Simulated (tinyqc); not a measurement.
Inside a calculation. Method: extended Hueckel theory, for H3+. The parameters take no account of the charge, which enters only through the electron count. One step of it, computed by the program tinyqc.

Problem. Mulliken analysis. P = C n C^T; charge = valence electrons (H 1) minus the sum of (P S)_ii on the atom; overlap population = 2 sum P_ij S_ij between two atoms.

coefficients:
```
            MO1        MO2        MO3
1H 1s  0.493504  -0.000087   1.192038
2H 1s  0.398138   0.781820  -0.738548
3H 1s  0.398202  -0.781587  -0.738901
```

occupations: 2.000000  0.000000  0.000000

overlap S, lower triangle:
```
          1H 1s     2H 1s     3H 1s
1H 1s  1.000000
2H 1s  0.485622  1.000000
3H 1s  0.485746  0.181750  1.000000
```

Give: charges; Overlap populations.

Solution.

charges: 1H 0.1312, 2H 0.4345, 3H 0.4343

Overlap populations:

| pair | value |
|---|---|
| 2-1 | 0.381666 |
| 3-1 | 0.381825 |
| 3-2 | 0.115258 |
